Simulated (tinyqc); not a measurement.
# Gate voltage from the surface potential

Question. At the source end, Vgs + Vsb - Vfb - psi = gamma sqrt(G), G = psi - Vt + Vt exp((psi - 2 phiF - Vsb)/Vt), and the voltage over the insulator is gamma sqrt(G). Find that voltage and Vgs.

Inputs (values chosen for the exercise):

| symbol | value | unit | meaning |
|---|---|---|---|
| T | 300 | K | temperature |
| Vfb | -0.45 | V | flat-band voltage |
| Vsb | 0.5 | V | source-body reverse bias |

Constants: q = 1.602176634e-19 C, kB = 1.380649e-23 J/K, Vt = kB T/q. Results are converted to the units shown.

psi = 1.2285247 V
phiF = 0.28341834 V
gamma = 0.039571131 V^0.5

Solution. In this direction the relation is explicit: no iteration is needed.

voltage over the insulator = 0.151 V
Vgs = 0.430 V

Computed by the program tinyqc: `OMP_NUM_THREADS=1 python tinyqc.py 2360005 2360006 out.jsonl`, one thread of a shared Intel Xeon 2.30GHz, about 0.04 s for the whole run.
